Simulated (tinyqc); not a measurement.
Which input was changed? Model: implant damage, amorphisation by cascade overlap, and solid-phase epitaxial regrowth. Computed by tinyqc, a small Python program. Command: `OMP_NUM_THREADS=1 python tinyqc.py 3114091 3114092 out.jsonl sper which`. One thread of a shared host (Intel(R) Xeon(R) Processor @ 2.30GHz), about 0.09 s of CPU time with the checks.

Range and width of the damage are inputs. Dynamic annealing enters only through the surviving share f.

Inputs (values chosen for the exercise, modelled on antimony ions in silicon): atomic density N = 49.9 1/nm^3; ion Z1 = 51; ion mass M1 = 121.8 u; target Z2 = 14; target mass M2 = 28.09 u; ion energy E = 100 keV; displacement energy E_d = 15 eV; depth of the damage peak R_d = 44 nm; width of the damage profile s_d = 22 nm; share of defects that survive f = 0.53; critical displaced share x_c = 0.17; dose Q = 3.7e+14 1/cm^2; regrowth prefactor v0 = 4.8e+15 nm/s; regrowth energy E_a = 2.68 eV; anneal temperature = 530 C; rate relative to (100) = 1; peak enhancement by the dopant = 3.2; ramp rate = 2.3 K/s.

Constants: a_0 = 0.529177210903 angstrom; e^2/(4 pi eps_0) = 14.39964548 eV angstrom; k_B = 8.617333262e-05 eV/K.

Method:
- Robinson partition: eps = E a M2/(Z1 Z2 (e^2/(4 pi eps_0)) (M1 + M2)), a = 0.8853 a_0/sqrt(Z1^(2/3) + Z2^(2/3)); k = 0.0793 Z1^(2/3) Z2^(1/2) (M1 + M2)^(3/2)/((Z1^(2/3) + Z2^(2/3))^(3/4) M1^(3/2) M2^(1/2)); damage energy T_d = E/(1 + k (eps + 0.40244 eps^(3/4) + 3.4008 eps^(1/6))); displacements nu = 0.8 T_d/(2 E_d).
- Displaced share x(z) = f nu Q exp(-(z - R_d)^2/(2 s_d^2))/(sqrt(2 pi) s_d N); the layer is amorphous where x > x_c, between R_d -/+ s_d sqrt(2 ln(x_max/x_c)), the upper edge being cut at the surface. Threshold dose Q_c = Q x_c/x_max.
- Displaced atoms per area beyond the lower edge z2: f nu Q (1/2) erfc((z2 - R_d)/(sqrt2 s_d)); they are not removed by regrowth.
- v = v0 x orientation factor x exp(-E_a/(k_B T)) x [1 + (enhancement - 1) exp(-(z - R_d)^2/(2 s_d^2))], T = anneal temperature + 273.15 K; the dopant is taken to follow the damage profile; the lower front moves from the lower edge z2 to the surface, or to the middle (z1 + z2)/2 of a buried layer with upper edge z1; time = int dz/v; the equivalent undoped distance is that time times the undoped velocity.
- On a linear ramp from 200 C regrowth ends at the T_f where int v_undoped dT/(ramp rate) equals the equivalent undoped distance.

Question. One of these inputs alone was changed, within the range given: displacement energy E_d (7.5 to 30); depth of the damage peak R_d (22 to 88); width of the damage profile s_d (11 to 44); dose Q (1.85e+14 to 7.4e+14). Which one, and to what value?

Results:
```
run     displaced atoms beyond z2 (1/cm^2)  temperature at which regrowth ends (C)  threshold dose Q_c (1/cm^2)
before                        7.678845e+15                                622.5339                 4.392994e+13
after                         7.291142e+15                                623.9878                 4.392994e+13
```

Answer.

Each candidate set to reproduce displaced atoms beyond z2, and what it then gives:
```
candidate                                  range searched  value needed  temperature at which regrowth ends (C)  threshold dose Q_c (1/cm^2)
displacement energy E_d (eV)                    7.5 to 30         11.01                                  623.99                   3.2250e+13
depth of the damage peak R_d (nm)                22 to 88     no effect                                       -                            -
width of the damage profile s_d (nm)             11 to 44         21.05                                  605.88                   4.2036e+13
dose Q (1/cm^2)                       1.85e+14 to 7.4e+14      5.040e14                                  623.99                   4.3930e+13
```

Only dose Q fits every result: it went from 3.7e+14 to 5.04e14 1/cm^2. The next best candidate, width of the damage profile s_d, misses one result by 4.3 %.
